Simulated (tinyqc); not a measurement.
# Energy and delay of logic against supply voltage, step by step

Numbers from tinyqc (`OMP_NUM_THREADS=1 python tinyqc.py 2082182 2082183 out.jsonl`; about 0.01 s on one thread of a shared Intel Xeon 2.30GHz). Printed values are rounded.

One expression serves below and above threshold: I(Vg) = Ik [ln(1 + exp((Vg - VT + dd V)/(al nf Vt)))]^al, with I_on = I(V) and I_off = I(0). Gate delay td = kd C V/I_on, clock period LD td. Per gate and cycle the switching energy is act C V^2 and the leakage energy I_off V LD td. No short-circuit current, no variation. Minima are sought above 0.09 V; below a few Vt gates no longer switch and the model has no meaning.

Inputs (values chosen for the exercise); values of the order met in logic technologies:
- T = 378 K (temperature)
- VT = 0.27 V (threshold voltage at zero drain bias)
- nf = 1.08 (slope factor)
- dd = 0.07 (barrier lowering per volt of supply)
- Ik = 0.63 uA (specific current of a gate)
- al = 1.85 (exponent of the current law)
- C = 0.5 fF (load capacitance of a gate)
- kd = 1.1 (delay factor)
- LD = 20 (logic depth)
- act = 0.2 (activity factor)
- V = 0.38 V (supply voltage)

Constants: q = 1.602176634e-19 C, kB = 1.380649e-23 J/K, Vt = kB T/q. Results are converted to the units shown.

Range of the model: At a supply of a few Vt gates lose their noise margin, and variation, left out here, decides whether they work.

## Currents, delay and energies

I_on, I_off, td, clock frequency 1/(LD td), both energies and their sum.

I_on = 2.74229 uA
I_off = 0.609655 nA
td = 76.2137 ps
clock frequency = 0.656050 GHz
switching energy = 14.44 aJ
leakage energy = 0.353127 aJ
energy = 14.7931 aJ

I_on/I_off = 4500; leakage makes up 2.39 % of the energy.

## Starting value

V = 0.15 V.

V at the start = 0.15 V

## Iteration 1: new V

Minimum-energy supply: E(V) is the energy per gate and cycle; with h = 0.001 V, E' = (E(V + h) - E(V - h))/(2 h), E'' = (E(V - h) - 2 E(V) + E(V + h))/h^2, V(new) = V - E'/E''.

E' = -20.8468 aJ/V
E'' = 627.146 aJ/V^2
V after iteration 1 = 0.183241 V

## Iteration 2: new V

As before.

E' = 1.35979 aJ/V
E'' = 658.858 aJ/V^2
V after iteration 2 = 0.181177 V

## Iteration 3: new V

As before.

E' = -0.00547515 aJ/V
E'' = 664.093 aJ/V^2
V after iteration 3 = 0.181185 V

## Course of the iteration

Stop when the step is below 1e-9 V, or after 40 iterations.

Course of the iteration:

| iteration | V before the step (V) | step (V) |
|---|---|---|
| 1 | 0.15 | 0.0332 |
| 2 | 0.183241 | -2.06e-3 |
| 3 | 0.181177 | 8.24e-6 |
| 4 | 0.181185 | 2.65e-10 |

Converged in 4 iterations. There leakage makes up 44.7 % of the energy and the clock runs at 28.1 MHz.
